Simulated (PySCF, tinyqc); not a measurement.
RKS/PBE in the sto-6g basis, for H4, spin multiplicity 1, step by step. The lowest restricted solution is unstable here: a spin-polarised one lies 0.0400 hartree lower (PySCF). Computed by tinyqc, a small Python program that keeps every step (integrals from PySCF). Settings: charge = 0, multiplicity = 1, basis = sto-6g, energy threshold = 1e-08, iteration cap = 86, orthogonalisation = symmetric, start = random, DIIS depth = 8, damping = 0.5, shift = 1.0, method = RKS, functional = pbe,pbe, grid = [30, 86]. Command: `OMP_NUM_THREADS=1 python tinyqc.py 28399 28400 out.jsonl` (the two numbers bound the seeds that draw the settings). One thread of a shared host (Intel(R) Xeon(R) Processor @ 2.60GHz), about 1 s of CPU time with the checks.

Geometry (angstrom):
```
atom         x         y         z
H     0.000000  0.000000  0.000000
H     0.000000  0.000000  1.637000
H     0.000000  1.513000  0.000000
H     0.000000  1.513000  1.637000
```

Stop when the energy changes by less than 1e-08 hartree and every element of the error matrix X^T (F D S - S D F) X is below 3e-05.

Course of the cycle:
```
iteration  E (hartree)     change  largest element of the error matrix
1          -1.42760103          -                             3.80e-01
2          -1.53974664  -1.12e-01                             2.76e-01
3          -1.57452907  -3.48e-02                             2.63e-01
4          -1.61026179  -3.57e-02                             2.44e-01
5          -1.64613258  -3.59e-02                             2.14e-01
6          -1.68092640  -3.48e-02                             1.73e-01
7          -1.70621598  -2.53e-02                             1.40e-01
8          -1.67558506   3.06e-02                             2.16e-01
9          -1.68550740  -9.92e-03                             1.94e-01
10         -1.71644792  -3.09e-02                             1.56e-01
11         -1.74589722  -2.94e-02                             1.40e-01
12         -1.75618795  -1.03e-02                             1.34e-01
13         -1.76325117  -7.06e-03                             1.27e-01
14         -1.76096807   2.28e-03                             1.46e-01
...                ...        ...                                  ...
73         -1.81914763  -5.54e-03                             1.26e-01
74         -1.80314640   1.60e-02                             1.51e-01
75         -1.80588536  -2.74e-03                             1.47e-01
76         -1.79480753   1.11e-02                             1.60e-01
77         -1.80536602  -1.06e-02                             1.45e-01
78         -1.81442204  -9.06e-03                             1.30e-01
79         -1.82135687  -6.93e-03                             1.18e-01
80         -1.82642276  -5.07e-03                             1.08e-01
81         -1.83278017  -6.36e-03                             9.44e-02
82         -1.83903951  -6.26e-03                             7.80e-02
83         -1.84225135  -3.21e-03                             6.95e-02
84         -1.84534279  -3.09e-03                             5.90e-02
85         -1.84789055  -2.55e-03                             4.95e-02
86         -1.84907832  -1.19e-03                             4.71e-02
```

Can the last value be used, and what does the course show?

Not by the stop rule. Not converged within the cap of 86 iterations: the residual falls in a zigzag, on average by a factor of about 0.90 a step. Reruns (cap 100 unless said): DIIS 8: converged in 17; damping 0.5: not converged; level shift 0.5: converged in 32; atomic densities as start, DIIS 8: converged in 3; the original settings with a cap of 400: not converged. PySCF RKS in the same basis, fine grid = -1.94688858 hartree, which differs from a converged run on this coarse grid by the grid error.
